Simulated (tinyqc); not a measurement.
Metal-induced gap states at the contact of a metal chain and a two-band chain: sweeps and comparisons. A value that a table varies takes the place of the one given here.

The semiconductor alternates sites A at -Eg/2 and C at +Eg/2 with hopping -t; the gap runs from -Eg/2 to Eg/2. In the gap cosh(q a) = 1 + (Eg^2/4 - E^2)/(2 t^2) and the amplitude changes by -exp(-q a) a period. The metal has site energy 0 and hopping -tm; its end site has g_m = (E - i sqrt(4 tm^2 - E^2))/(2 tm^2). Sites 1, 2, ... count into the semiconductor, with energies e1, e2 alternating. The clean half chain has g1 = 1/(E - e1 - t^2 g2), g2 = 1/(E - e2 - t^2 g1), decaying root. With the contact G11 = 1/(1/g1 - tc^2 g_m), and the density on site j is -Im G_jj/pi = |psi_j/psi_1|^2 (-Im G11/pi), per spin, with psi_2/psi_1 = -t g2, psi_3/psi_2 = -t g1.

Constants: e^2/(4 pi eps0) = 14.39964547 eV angstrom.

Inputs chosen for the exercise (gap and optical dielectric constant near those of SiO2; the chain itself is a model; not measured data): Eg = 9.35 eV (gap); t = 2.63 eV (hopping in the semiconductor); tm = 3.15 eV (hopping in the metal); tc = 1.41 eV (hopping across the contact); end = C (site that touches the metal); a = 3.1 angstrom (period (two sites); one chain for each area a^2); eps = 2.3 (dielectric constant); E = -1.86 eV (energy from mid-gap).

## Across the gap

E = f Eg. Share on C: the part of the summed density that lies on C sites, whose orbitals make the conduction edge.

Gap states:

| f | E (eV) | xi = 1/(2q) (angstrom) | D1 (1/eV) | D2 (1/eV) | sum (1/eV) | share on C |
|---|---|---|---|---|---|---|
| -0.48 | -4.488 | 3.15 | 0.0003 | 0.0079 | 0.0130 | 0.032 |
| -0.40 | -3.740 | 1.52 | 0.0010 | 0.0032 | 0.0048 | 0.236 |
| -0.30 | -2.805 | 1.17 | 0.0018 | 0.0019 | 0.0041 | 0.484 |
| -0.15 | -1.403 | 1.01 | 0.0034 | 0.0013 | 0.0049 | 0.715 |
| 0.00 | 0.000 | 0.97 | 0.0058 | 0.0012 | 0.0073 | 0.832 |
| 0.15 | 1.403 | 1.01 | 0.0103 | 0.0012 | 0.0121 | 0.896 |
| 0.30 | 2.805 | 1.17 | 0.0216 | 0.0014 | 0.0248 | 0.938 |
| 0.40 | 3.740 | 1.52 | 0.0446 | 0.0018 | 0.0532 | 0.962 |
| 0.48 | 4.488 | 3.15 | 0.1328 | 0.0017 | 0.2145 | 0.988 |

The decay length xi of the density is shortest at mid-gap, 0.97 angstrom, and grows to 3.1 near the edges. The summed density is least at f = -0.3 (0.0041) and largest at f = 0.48 (0.2145 1/eV). The share on C goes from 0.03 to 0.99 and passes one half near f = -0.290, a point that depends on which site ends the chain. The states turn from valence-like to conduction-like across the gap; the branch point, where the decay is fastest, lies at mid-gap in this symmetric chain and is the usual estimate of the neutrality level.

## Wider gaps pin less

E = 0; Eg is varied and eps follows 1 + (eps0 - 1)(Eg0/Eg), with the given Eg and eps as Eg0 and eps0. xi = 1/(2q), N = 2 (summed density)/a^2, S = 1/(1 + 4 pi e^2 N xi/eps).

Against the gap:

| Eg (eV) | eps | xi (angstrom) | summed density (1/eV) | S | S at fixed eps |
|---|---|---|---|---|---|
| 0.50 | 25.31 | 16.31 | 0.2769 | 0.130 | 0.013 |
| 0.75 | 17.21 | 10.88 | 0.1807 | 0.189 | 0.030 |
| 1.10 | 12.05 | 7.43 | 0.1195 | 0.265 | 0.064 |
| 1.50 | 9.10 | 5.45 | 0.0847 | 0.344 | 0.117 |
| 2.30 | 6.28 | 3.57 | 0.0515 | 0.475 | 0.249 |
| 3.40 | 4.58 | 2.44 | 0.0317 | 0.611 | 0.441 |
| 5.50 | 3.21 | 1.55 | 0.0165 | 0.770 | 0.706 |
| 9.00 | 2.35 | 1.00 | 0.0077 | 0.890 | 0.888 |

From Eg = 0.5 to 9 eV xi falls by a factor 16.3 and the summed density by 35.9, so at fixed eps S rises from 0.01 to 0.89. The weaker screening of wide-gap solids works against this: with it S goes from 0.13 to 0.89.

## Weakening the contact bond

At the given E, tc is varied, as by a thin spacer. xi = 1/(2q), N = 2 (summed density)/a^2, S = 1/(1 + 4 pi e^2 N xi/eps) with xi and eps kept.

Against tc:

| tc (eV) | D1 (1/eV) | summed density (1/eV) | S |
|---|---|---|---|
| 0.10 | 0.00001 | 0.00002 | 0.9996 |
| 0.25 | 0.00008 | 0.00014 | 0.9977 |
| 0.50 | 0.00034 | 0.00055 | 0.9908 |
| 0.80 | 0.00088 | 0.00141 | 0.9765 |
| 1.20 | 0.00201 | 0.00323 | 0.9479 |
| 1.80 | 0.00466 | 0.00748 | 0.8870 |
| 2.50 | 0.00925 | 0.01484 | 0.7981 |
| 3.50 | 0.01767 | 0.02836 | 0.6742 |

For a weak bond the density goes as tc^2 (ratio 6.26 between 0.25 and 0.1 eV, against 6.25). It is largest at tc = 3.5 eV among these rows, the end of the table; the peak may lie just before or beyond it. S is 1.000 at 0.1 eV and has its least value, 0.674, in that row.

## What each parameter does

xi = 1/(2q), summed density, and S = 1/(1 + 4 pi e^2 N xi/eps), N = 2 (summed density)/a^2. Each row changes one parameter from the base and keeps the others.

Results:

| case | xi (angstrom) | summed density (1/eV) | S |
|---|---|---|---|
| base | 1.041 | 0.00450 | 0.9288 |
| Eg = 10.285 eV | 0.948 | 0.00388 | 0.9432 |
| t = 2.893 eV | 1.129 | 0.00442 | 0.9245 |
| tm = 3.465 eV | 1.041 | 0.00410 | 0.9347 |
| tc = 1.551 eV | 1.041 | 0.00548 | 0.9145 |
| eps = 2.53 | 1.041 | 0.00450 | 0.9348 |
| end = A | 1.041 | 0.01483 | 0.7983 |

The largest shifts from the base row, up to three for each result and ties (the steps differ in size, so this ranks the rows, not the parameters). xi (angstrom): Eg -0.093, t +0.089; unchanged at the printed digits by tm, tc, eps and end. summed density (1/eV): end +0.01033, tc +0.00098, Eg -0.00062; unchanged at the printed digits by eps. S: end -0.1305, Eg +0.0144, tc -0.0142. The decay length belongs to the semiconductor alone; the metal and the contact set only the amplitude.

Program tinyqc; command `OMP_NUM_THREADS=1 python tinyqc.py 1480501 1480502 out.jsonl`; about 0.01 s on one thread of a shared Intel(R) Xeon(R) Processor @ 2.30GHz.
